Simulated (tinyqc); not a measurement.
Sp3 tight binding, zinc-blende lattice, step by step. Computed by tinyqc, a small Python program that keeps every step. Command: `OMP_NUM_THREADS=1 python tinyqc.py 23486 23487 out.jsonl` (the two numbers bound the seeds that draw the settings). One thread of a shared host (Intel(R) Xeon(R) Processor @ 2.60GHz), about 0.01 s of CPU time with the checks.

## Bloch Hamiltonian at k

Parameters chosen for this model: zinc-blende lattice, anion at 0, cation at a/4 (1,1,1); V = eta hbar^2 / (m d^2), hbar^2/m = 7.619964 eV angstrom^2:
```
parameter          value      unit
a               6.000000  angstrom
d               2.598076  angstrom
Es anion      -13.950000        eV
Ep anion       -5.760000        eV
Es cation     -13.950000        eV
Ep cation      -5.760000        eV
eta ss         -1.320000
eta sp          1.420000
eta pp sigma    2.220000
eta pp pi      -0.630000
V ss           -1.490126        eV
V sp            1.603015        eV
V pp sigma      2.506121        eV
V pp pi        -0.711197        eV
```

k point k (2 pi / a): 0.0600  0.2200  0.1300

Slater-Koster rules over the four bonds with direction cosines (l, m, n): ss V_ss; s-px l V_sp; px-s -l V_sp; px-px l^2 V_pps + (1 - l^2) V_ppp; px-py l m (V_pps - V_ppp); each times exp(i k.d).

H(k) at k (eV):
```
                  a s             a px             a py             a pz
a s          -13.9500           0.0000           0.0000           0.0000
a px           0.0000          -5.7600           0.0000           0.0000
a py           0.0000           0.0000          -5.7600           0.0000
a pz           0.0000           0.0000           0.0000          -5.7600
c s   -5.4672-0.0385i   0.2532+0.3210i   0.0665+1.2225i   0.1156+0.7032i
c px  -0.2532-0.3210i   1.3254+0.0093i  -0.1339-0.8148i  -0.0770-1.4166i
c py  -0.0665-1.2225i  -0.1339-0.8148i   1.3254+0.0093i  -0.2934-0.3719i
c pz  -0.1156-0.7032i  -0.0770-1.4166i  -0.2934-0.3719i   1.3254+0.0093i

                  c s             c px             c py             c pz
a s   -5.4672+0.0385i  -0.2532+0.3210i  -0.0665+1.2225i  -0.1156+0.7032i
a px   0.2532-0.3210i   1.3254-0.0093i  -0.1339+0.8148i  -0.0770+1.4166i
a py   0.0665-1.2225i  -0.1339+0.8148i   1.3254-0.0093i  -0.2934+0.3719i
a pz   0.1156-0.7032i  -0.0770+1.4166i  -0.2934+0.3719i   1.3254-0.0093i
c s          -13.9500           0.0000           0.0000           0.0000
c px           0.0000          -5.7600           0.0000           0.0000
c py           0.0000           0.0000          -5.7600           0.0000
c pz           0.0000           0.0000           0.0000          -5.7600
```

## Levels at k

Diagonalise the Hermitian matrix.

eigenvalues (eV): -19.5600  -9.5422  -7.8706  -7.5953  -6.4998  -4.1214  -3.7385  -3.5323

weights |c|^2 of the basis functions:
```
      band 1  band 2  band 3  band 4  band 5  band 6  band 7  band 8
a s   0.4953  0.3247  0.0026  0.0103  0.1593  0.0017  0.0012  0.0048
a px  0.0003  0.0299  0.3893  0.0347  0.0591  0.0100  0.1576  0.3192
a py  0.0033  0.0973  0.0284  0.1114  0.2551  0.4302  0.0212  0.0532
a pz  0.0011  0.0482  0.0796  0.3435  0.0265  0.0582  0.3201  0.1228
c s   0.4953  0.3247  0.0026  0.0103  0.1593  0.0017  0.0012  0.0048
c px  0.0003  0.0299  0.3893  0.0347  0.0591  0.0100  0.1576  0.3192
c py  0.0033  0.0973  0.0284  0.1114  0.2551  0.4302  0.0212  0.0532
c pz  0.0011  0.0482  0.0796  0.3435  0.0265  0.0582  0.3201  0.1228
```

## Bloch Hamiltonian at L

k point L (2 pi / a): 0.5000  0.5000  0.5000

As before.

H(k) at L (eV):
```
                  a s             a px             a py             a pz
a s          -13.9500           0.0000           0.0000           0.0000
a px           0.0000          -5.7600           0.0000           0.0000
a py           0.0000           0.0000          -5.7600           0.0000
a pz           0.0000           0.0000           0.0000          -5.7600
c s   -2.1074-2.1074i   1.3089+1.3089i   1.3089+1.3089i   1.3089+1.3089i
c px  -1.3089-1.3089i   0.5109+0.5109i  -1.5167-1.5167i  -1.5167-1.5167i
c py  -1.3089-1.3089i  -1.5167-1.5167i   0.5109+0.5109i  -1.5167-1.5167i
c pz  -1.3089-1.3089i  -1.5167-1.5167i  -1.5167-1.5167i   0.5109+0.5109i

                  c s             c px             c py             c pz
a s   -2.1074+2.1074i  -1.3089+1.3089i  -1.3089+1.3089i  -1.3089+1.3089i
a px   1.3089-1.3089i   0.5109-0.5109i  -1.5167+1.5167i  -1.5167+1.5167i
a py   1.3089-1.3089i  -1.5167+1.5167i   0.5109-0.5109i  -1.5167+1.5167i
a pz   1.3089-1.3089i  -1.5167+1.5167i  -1.5167+1.5167i   0.5109-0.5109i
c s          -13.9500           0.0000           0.0000           0.0000
c px           0.0000          -5.7600           0.0000           0.0000
c py           0.0000           0.0000          -5.7600           0.0000
c pz           0.0000           0.0000           0.0000          -5.7600
```

## Levels at L

As before.

eigenvalues (eV): -17.5975  -13.4580  -8.6274  -8.6274  -6.8390  -2.8926  -2.8926  -1.5255

## Bands along a path

The same steps at evenly spaced points between the labelled ones.

Bands along the path (eV):
```
k           band 1    band 2    band 3    band 4   band 5   band 6   band 7   band 8
L         -17.5975  -13.4580   -8.6274   -8.6274  -6.8390  -2.8926  -2.8926  -1.5255
L-G 0.25  -18.1140  -12.6868   -8.4662   -8.4662  -6.7936  -3.0538  -3.0538  -1.8256
L-G 0.50  -19.0052  -11.0470   -8.0304   -8.0304  -6.7123  -3.4896  -3.4896  -2.6555
L-G 0.75  -19.6714   -9.2295   -7.4881   -7.4881  -6.7846  -4.0319  -4.0319  -3.7346
G         -19.9105   -7.9895   -7.2050   -7.2050  -7.2050  -4.3150  -4.3150  -4.3150
G-X 0.25  -19.5891   -9.3380   -7.8759   -7.8759  -6.2002  -4.2927  -3.6441  -3.6441
G-X 0.50  -18.6570  -11.2641   -8.9608   -8.9608  -5.2530  -4.2459  -2.5592  -2.5592
G-X 0.75  -17.2059  -13.3349   -9.7616   -9.7616  -4.6471  -4.2321  -1.7584  -1.7584
X         -15.3753  -15.3753  -10.0498  -10.0498  -4.3347  -4.3347  -1.4702  -1.4702
X-W 0.25  -15.3753  -15.3753  -10.0498  -10.0498  -4.3347  -4.3347  -1.4702  -1.4702
X-W 0.50  -15.3753  -15.3753  -10.0498  -10.0498  -4.3347  -4.3347  -1.4702  -1.4702
X-W 0.75  -15.3753  -15.3753  -10.0498  -10.0498  -4.3347  -4.3347  -1.4702  -1.4702
W         -15.3753  -15.3753  -10.0498  -10.0498  -4.3347  -4.3347  -1.4702  -1.4702
```

With 4 band(s) filled, the highest filled level on these points lies at G and the lowest empty one at G: the bands touch or overlap, so there is no gap.
